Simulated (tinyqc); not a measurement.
Threshold of a short bulk MOSFET: charge sharing, barrier lowering, narrow width: one step of the calculation.

n-channel device on a p-type body, depletion approximation, full ionisation. Uniform doping N = Na. Vbi from Boltzmann statistics is rough for the degenerate source. Cox = eps0 eox/tox.

Problem. Short-channel and narrow-width shifts. Charge sharing (trapezoid; it ignores Vds): F = (xj/L)(sqrt(1 + 2 Wd/xj) - 1), lowering = body term times F. Barrier lowering: th = exp(-L/(2 l)) + 2 exp(-L/l), lowering = th [2 (Vbi - 2 pB) + Vds], DIBL = th. Narrow width: rise = body term times xw Wd/W. VT by each model = VT0 - lowering + rise.

Inputs (values chosen for the exercise); band and dielectric values close to those of silicon:

| symbol | value | unit | meaning |
|---|---|---|---|
| xj | 51 | nm | junction depth |
| Vds | 1.2 | V | drain-source voltage |
| W | 240 | nm | gate width |
| xw | 1.5708 |  | shape factor of the fringing depletion at the width edges |
| L | 290 | nm | channel length |

2 pB = 0.81033380 V
Wd = 60.913860 nm
body term = 0.51380969 V
VT0 = 0.60414349 V
Vbi = 0.98762230 V
l = 34.298118 nm

Give: F; lowering by charge sharing; th; lowering of the barrier; DIBL; narrow-width rise; VT, charge sharing; VT, barrier lowering.

Solution.

F = 0.14788
lowering by charge sharing = 75.980 mV
th = 0.015012
lowering of the barrier = 23.338 mV
DIBL = 15.012 mV/V
narrow-width rise = 204.85 mV
VT, charge sharing = 0.73301 V
VT, barrier lowering = 0.78565 V

L is 8.46 scale lengths. The charge-sharing lowering is 3.26 times the barrier lowering; the first falls off as 1/L and the second exponentially. Both describe the same loss of gate control, so they are alternatives and are not added.

Numbers from tinyqc (`OMP_NUM_THREADS=1 python tinyqc.py 2002019 2002020 out.jsonl`; about 0.01 s on one thread of a shared Intel Xeon 2.30GHz).
